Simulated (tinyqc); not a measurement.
Short-channel transistor, virtual-source model with series resistance: two steps of the calculation.

The current per gate width is the charge at the top of the source barrier (the virtual source) times its velocity times a saturation function; al and be are fitting constants of the model. Units: I in uA/um, Rs in ohm um, so I Rs = 1e-6 I Rs in volts; Q in uC/cm^2, so I = 1e-4 Q vx0 Fsat with vx0 in cm/s.

Values chosen for this exercise:
- T = 300 K (temperature)
- Cinv = 1.42 uF/cm^2 (inversion capacitance)
- vx0 = 1.68e7 cm/s (velocity at the virtual source)
- mu = 1100 cm^2/(V s) (apparent mobility)
- L = 45 nm (channel length)
- VT0 = 0.304 V (threshold at zero drain voltage)
- dl = 0.03 V/V (drain-induced barrier lowering)
- n0 = 1.42 (subthreshold factor)
- nd = 0 1/V (growth of n with drain voltage)
- al = 3.5 (threshold shift (in units of Vt) from weak to strong inversion)
- be = 1.4 (sharpness of saturation)
- Rs = 120 ohm um (series resistance of each contact)
- Vgs = 0.9 V (gate voltage)
- Vds = 0.9 V (drain voltage)

Constants: q = 1.602176634e-19 C, kB = 1.380649e-23 J/K, Vt = kB T/q. Results are converted to the units shown.

Question 1. Current through the series resistance. Intrinsic voltages Vg' = Vgs - I Rs, Vd' = Vds - 2 I Rs. n = n0 + nd Vd', VT = VT0 - dl Vd', Ff = 1/(1 + exp((Vg' - VT + al Vt/2)/(al Vt))), Q = Cinv n Vt ln(1 + exp((Vg' - VT + al Vt Ff)/(n Vt))), Vdsat = (vx0 L/mu)(1 - Ff) + Vt Ff, Fsat = u/(1 + u^be)^(1/be) with u = Vd'/Vdsat, and I(out) = Q vx0 Fsat per width. (Fsat takes the sign of u.) Newton step: I(new) = I + (I(out) - I)/(1 - s), s = dI(out)/dI by a central difference with +/- 0.001 uA/um.

I at the start = 0 uA/um

Find: Vg'; Vd'; VT; Ff; Q; Vdsat; Fsat; I(out); s; I after iteration 1.

Answer 1.

Vg' = 0.9000 V
Vd' = 0.9000 V
VT = 0.2770 V
Ff = 6.199e-4
Q = 0.8847 uC/cm^2
Vdsat = 0.06870 V
Fsat = 0.9810
I(out) = 1458 uA/um
s = -0.3078
I after iteration 1 = 1115 uA/um

Question 2. What the series resistance costs. n = n0 + nd Vd', VT = VT0 - dl Vd', Ff = 1/(1 + exp((Vg' - VT + al Vt/2)/(al Vt))), Q = Cinv n Vt ln(1 + exp((Vg' - VT + al Vt Ff)/(n Vt))), Vdsat = (vx0 L/mu)(1 - Ff) + Vt Ff, Fsat = u/(1 + u^be)^(1/be) with u = Vd'/Vdsat, and I = Q vx0 Fsat per width. I0 is the current for Rs = 0. Effective velocity I/Q; transit time L Q/I.

converged I = 1113.6803 uA/um
I0 = 1458.0631 uA/um

Wanted: loss against I0; effective velocity; transit time.

Answer 2.

loss against I0 = 23.62 %
effective velocity = 1.628e7 cm/s
transit time = 0.2763 ps

The carriers leave the virtual source at 96.9 % of vx0: the device is in saturation.

tinyqc, about 0.01 s, one thread, Intel Xeon 2.30GHz (shared host): `OMP_NUM_THREADS=1 python tinyqc.py 2380111 2380112 out.jsonl`
